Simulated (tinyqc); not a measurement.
# Worked calculation: nanowire ballistic transistor, top-of-the-barrier model

Computed by the program tinyqc: `OMP_NUM_THREADS=1 python tinyqc.py 2400019 2400020 out.jsonl`, one thread of a shared Intel Xeon 2.30GHz, about 0.09 s for the whole run. Printed values are rounded.

At the top of the source barrier, states moving towards the drain are filled by the source (Fermi level 0) and states moving back by the drain (Fermi level -q Vd); nothing scatters. U is the shift of the band edge there, set by the capacitances CG, CD and CS (the total) and by the charge. Parabolic one-dimensional subbands; the source is grounded.

Parameters, values chosen for the exercise; mass and valleys close to those of germanium:
```
symbol,value,unit,meaning
T,200,K,temperature
m,0.123,m0,effective mass
gv,4,,valley degeneracy
eox,3.9,,relative permittivity of the gate insulator
tox,2.9,nm,insulator thickness
d,2,nm,wire diameter
dE,0.07,eV,offset of a second subband (0: none)
aG,0.81,,gate control CG/CS
aD,0.115,,drain control CD/CS
E0,0.16,eV,band edge at the barrier top above the source Fermi level at zero bias
Vg,0.25,V,gate voltage
Vd,0.2,V,drain voltage
```

Constants: q = 1.602176634e-19 C, kB = 1.380649e-23 J/K, hbar = 1.054571817e-34 J s, h = 6.62607015e-34 J s, m0 = 9.1093837015e-31 kg, Vt = kB T/q, eps0 = 8.8541878128e-14 F/cm where lengths are in cm. Results are converted to the units shown.

## Density of states, capacitances and charge at zero bias

N0 = gv sqrt(2 m kB T/pi)/hbar, CG = 2 pi eps0 eox/ln(1 + 2 tox/d), CS = CG/aG, n0 = n at U = 0 and Vd = 0. eta1 = -(E0 + U)/Vt, eta2 = eta1 - Vd/Vt, n = (N0/2)[F_(-1/2)(eta1) + F_(-1/2)(eta2)], F_(-1/2)(x) = (1/sqrt(pi)) int_0^infinity u^(-1/2)/(1 + exp(u - x)) du. Each F is summed over the two subbands, F(eta) + F(eta - dE/Vt), which share the mass. UL = -(aG Vg + aD Vd).

N0 = 5.32326e6 cm^-1
CG = 1.59420 pF/cm
CS = 1.96815 pF/cm
n0 = 503.202 cm^-1
UL = -0.2255 eV

## Iteration 1: self-consistent potential at the barrier top

U at the start (U = UL) = -0.2255 eV

eta1 = -(E0 + U)/Vt, eta2 = eta1 - Vd/Vt, n = (N0/2)[F_(-1/2)(eta1) + F_(-1/2)(eta2)], F_(-1/2)(x) = (1/sqrt(pi)) int_0^infinity u^(-1/2)/(1 + exp(u - x)) du. Each F is summed over the two subbands, F(eta) + F(eta - dE/Vt), which share the mass. U(out) = UL + q (n - n0)/CS. Newton step: U(new) = U + (U(out) - U)/(1 + CQ/CS), CQ = (q/Vt) dn/d(eta1) with both F' summed; F' = dF_(-1/2)/dx.

eta1 = 3.80048
eta2 = -7.80404
n = 7.01062e6 cm^-1
U(out) = 0.345161 eV
CQ = 16.4198 pF/cm
U after iteration 1 = -0.164420 eV

## Iteration 2: self-consistent potential at the barrier top

As before.

eta1 = 0.256432
eta2 = -11.3481
n = 1.93749e6 cm^-1
U(out) = -0.0678191 eV
CQ = 10.6146 pF/cm
U after iteration 2 = -0.149310 eV

## Course of the iteration: self-consistent potential at the barrier top

Stop when U changes by less than 1e-9 eV, or after 90 iterations.

Course of the iteration:
```
iteration     U (eV)  |change| (eV)
1          -0.164420         0.0611
2          -0.149310         0.0151
3          -0.146961        2.35e-3
4          -0.146890        7.10e-5
5          -0.146890        6.47e-8
6          -0.146890       5.38e-14
```

Converged in 6 iterations. At the end the number of correct digits about doubles with each step.

## Current, mean velocity and share of the gate voltage

converged U = -0.146890 eV

N0 = gv sqrt(2 m kB T/pi)/hbar, CG = 2 pi eps0 eox/ln(1 + 2 tox/d), CS = CG/aG, n0 = n at U = 0 and Vd = 0. eta1 = -(E0 + U)/Vt, eta2 = eta1 - Vd/Vt, n = (N0/2)[F_(-1/2)(eta1) + F_(-1/2)(eta2)], F_(-1/2)(x) = (1/sqrt(pi)) int_0^infinity u^(-1/2)/(1 + exp(u - x)) du. Each F is summed over the two subbands, F(eta) + F(eta - dE/Vt), which share the mass. I = gv (2 q^2/h) Vt [ln(1 + exp eta1) - ln(1 + exp eta2)], summed over both subbands. Mean velocity I/(q n). CQ = (q/Vt) dn/d(eta1); the band edge follows the gate as -dU/dVg = aG/(1 + CQ/CS).

eta1 = -0.760666
n = 9.66163e5 cm^-1
I = 2.09103 uA
mean velocity = 1.35083e7 cm/s
CQ = 6.94619 pF/cm
-dU/dVg = 0.178835 eV/V

The carriers from the source are near degeneracy (eta1 = -0.761), and the mean velocity is 1.08 times vT = sqrt(2 kB T/(pi m)) = 1.25e7 cm/s.
